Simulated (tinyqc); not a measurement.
Standing waves and exposure in a photoresist film, step by step. Values are carried at full precision from step to step, so a last printed digit may differ when a step is redone from the rounded ones.

Normal incidence from air. Unexposed resist: N1 = n1 + i k1 with k1 = (A + B) lam/(4 pi), lam in micrometres. r01 = (1 - N1)/(1 + N1), t01 = 2/(1 + N1). Substrate Ns = ns + i ks: r12 = (N1 - Ns)/(N1 + Ns). With p = exp(2 pi i N1 d/lam), the field at depth z is E(z) = t01 [exp(2 pi i N1 z/lam) + r12 p^2 exp(-2 pi i N1 z/lam)]/(1 + r01 r12 p^2), the relative intensity I(z) = n1 |E(z)|^2 and the reflectance R = |(r01 + r12 p^2)/(1 + r01 r12 p^2)|^2.

Values chosen for the exercise (a resist on Al, indices near tabulated ones; not measured data): lam = 193 nm (vacuum wavelength); n1 = 1.702 (resist index); A = 0.11 1/micrometre (bleachable absorption (Dill A)); B = 0.57 1/micrometre (fixed absorption (Dill B)); d = 107 nm (resist thickness); ns = 0.111 (substrate n); ks = 2.209 (substrate k); C = 0.012 cm^2/mJ (exposure rate (Dill C)); D = 15 mJ/cm^2 (incident dose); Ld = 15 nm (diffusion length of the post-exposure bake).

## Interface coefficients

Form N1, r01, t01 and r12.

N1 = 1.70200+0.01044i
r01 = -0.2598-0.0029i
t01 = 0.7402-0.0029i
r12 = -0.2429-0.9153i
|r12|^2 = 0.8968

Next to the bottom the intensity swings by a factor ((1 + |r12|)/(1 - |r12|))^2 = 1.35e+03 between antinode and node.

## Round trip and reflectance

Form p^2, the denominator and R; the period of the standing wave is lam/(2 n1).

p^2 = 0.7059-0.6052i
1 + r01 r12 p^2 = 1.1871+0.1317i
R = 0.8571
period = 56.70 nm

The film holds 1.89 periods.

## Intensity and exposure over the lowest period

Nine depths from d - period to d. Without bleaching during the exposure the share of unexposed compound is m = exp(-C D I).

Profile:
```
z (nm)      I      m
50.3    0.861  0.856
57.4    0.160  0.972
64.5    0.043  0.992
71.6    0.577  0.901
78.7    1.450  0.770
85.7    2.150  0.679
92.8    2.266  0.665
99.9    1.731  0.732
107.0   0.858  0.857
```

I runs from 0.043 to 2.266 on these points, so m runs from 0.665 to 0.992; the least exposed point listed lies 42.5 nm above the bottom.

## Smoothing by the bake

Gaussian diffusion of length Ld multiplies a cosine of period L by exp(-2 pi^2 Ld^2/L^2). Give that factor, and the Ld that leaves 10 %.

factor = 0.251
Ld for 10 % = 19.36 nm

## Checks

- R against the transfer-matrix product: both 0.85712.
- Absorption (A + B) d times the mean of I against 1 - R - T: both 0.0870.

(tinyqc, `OMP_NUM_THREADS=1 python tinyqc.py 1681227 1681228 out.jsonl`, Intel(R) Xeon(R) Processor @ 2.30GHz, 1 thread, shared host, about 0.01 s.)
